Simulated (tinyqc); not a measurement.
Worked calculation: carrier statistics of a doped semiconductor with parabolic bands. Values are carried at full precision from step to step, so a last printed digit may differ when a step is redone from the rounded ones.

Constants: kB = 8.617333262e-05 eV/K; hbar^2/2m0 = 3.80998211 eV angstrom^2.

Values chosen for the exercise (near those of Ge; shifted at random, so the results belong to these values and not to a real crystal): Eg0 = 0.7387 eV (gap at 0 K); al = 0.000474 eV/K (Varshni alpha); be = 238 K (Varshni beta); T = 250 K; ml = 1.61 m0 (longitudinal electron mass); mt = 0.0792 m0 (transverse electron mass); Mv = 4 (equivalent valleys); mhh = 0.33 m0 (heavy-hole mass); mlh = 0.0432 m0 (light-hole mass); ND = 2.7e+15 1/cm^3 (donors); NA = 3.7e+12 1/cm^3 (acceptors); ED = 0.0121 eV (donor level below Ec); EA = 0.0111 eV (acceptor level above Ev).

## Gap and thermal energy

Eg(T) = Eg0 - al T^2/(T + be) (Varshni).

Eg = 0.67799 eV
kT = 0.021543 eV

The gap has shrunk by 60.7 meV from 0 K and is 31.5 kT wide.

## Effective densities of states

m_de = Mv^(2/3) (ml mt^2)^(1/3); m_dh = (mhh^(3/2) + mlh^(3/2))^(2/3); N = 2 (m kB T/(4 pi c))^(3/2) with c = hbar^2/2m0, in 1/angstrom^3; times 1e24 for 1/cm^3.

m_de = 0.5447 m0
m_dh = 0.3403 m0
Nc = 7.6736e+18 1/cm^3
Nv = 3.7903e+18 1/cm^3

The light holes supply 4.5 % of Nv, and Nc/Nv = 2.02.

## Intrinsic density and level

With Boltzmann statistics ni = sqrt(Nc Nv) exp(-Eg/2kT) and Ei = Eg/2 + (kT/2) ln(Nv/Nc), counted from Ev.

ni = 7.91e+11 1/cm^3
Ei = 0.3314 eV

Ei lies 7.6 meV below midgap, towards the band with the smaller density of states.

## Neutrality by bisection

Energies are counted from Ev, so Ec = Eg. n = Nc F_1/2((EF - Eg)/kT), p = Nv F_1/2(-EF/kT), ND+ = ND/(1 + 2 exp((EF - Eg + ED)/kT)), NA- = NA/(1 + 4 exp((EA - EF)/kT)); neutrality asks p + ND+ = n + NA-. F_j(eta) = (1/Gamma(j + 1)) integral_0^infinity x^j dx/(1 + exp(x - eta)), which tends to exp(eta) for eta << 0.

Start from the bracket [-0.2 eV, Eg + 0.2 eV]; at the midpoint EF take the sign of p + ND+ - n - NA-; where it is positive EF must rise. Fourteen steps are shown.

Bisection (eV, 1/cm^3):

| step | low | high | EF | n | p | ND+ | NA- | sign |
|---|---|---|---|---|---|---|---|---|
| 1 | -0.20000 | 0.87799 | 0.33900 | 1.12e+12 | 5.56e+11 | 2.70e+15 | 3.70e+12 | + |
| 2 | 0.33900 | 0.87799 | 0.60849 | 3.01e+17 | 2.05e+06 | 2.37e+15 | 3.70e+12 | - |
| 3 | 0.33900 | 0.60849 | 0.47375 | 5.86e+14 | 1.07e+09 | 2.70e+15 | 3.70e+12 | + |
| 4 | 0.47375 | 0.60849 | 0.54112 | 1.34e+16 | 4.68e+07 | 2.68e+15 | 3.70e+12 | - |
| 5 | 0.47375 | 0.54112 | 0.50743 | 2.80e+15 | 2.23e+08 | 2.70e+15 | 3.70e+12 | - |
| 6 | 0.47375 | 0.50743 | 0.49059 | 1.28e+15 | 4.88e+08 | 2.70e+15 | 3.70e+12 | + |
| 7 | 0.49059 | 0.50743 | 0.49901 | 1.89e+15 | 3.30e+08 | 2.70e+15 | 3.70e+12 | + |
| 8 | 0.49901 | 0.50743 | 0.50322 | 2.30e+15 | 2.72e+08 | 2.70e+15 | 3.70e+12 | + |
| 9 | 0.50322 | 0.50743 | 0.50533 | 2.54e+15 | 2.46e+08 | 2.70e+15 | 3.70e+12 | + |
| 10 | 0.50533 | 0.50743 | 0.50638 | 2.66e+15 | 2.35e+08 | 2.70e+15 | 3.70e+12 | + |
| 11 | 0.50638 | 0.50743 | 0.50691 | 2.73e+15 | 2.29e+08 | 2.70e+15 | 3.70e+12 | - |
| 12 | 0.50638 | 0.50691 | 0.50664 | 2.70e+15 | 2.32e+08 | 2.70e+15 | 3.70e+12 | - |
| 13 | 0.50638 | 0.50664 | 0.50651 | 2.68e+15 | 2.33e+08 | 2.70e+15 | 3.70e+12 | + |
| 14 | 0.50651 | 0.50664 | 0.50658 | 2.69e+15 | 2.33e+08 | 2.70e+15 | 3.70e+12 | + |

Each step halves the bracket, which is 0.132 meV wide at the last row.

## The neutral state

Solve the neutrality condition for EF to convergence.

EF = 0.5066 eV
n = 2.69e+15 1/cm^3
p = 2.32e+08 1/cm^3
ND+ = 2.70e+15 1/cm^3
NA- = 3.70e+12 1/cm^3

The material is n-type; 99.9 % of the donors are ionised. EF lies 7.95 kT inside the gap from the conduction edge, so Boltzmann statistics would serve; n p/(Nc Nv exp(-Eg/kT)) = 1.000.

## Checks

- F_1/2(1) by the trapezoid rule against adaptive quadrature: both 1.575641.
- Positive against negative charge at the solution (1/cm^3): both 2.69668e+15.

Run: tinyqc, `OMP_NUM_THREADS=1 python tinyqc.py 1680620 1680621 out.jsonl`; Intel(R) Xeon(R) Processor @ 2.30GHz, one thread, shared host; about 0.01 s of CPU time with all checks.
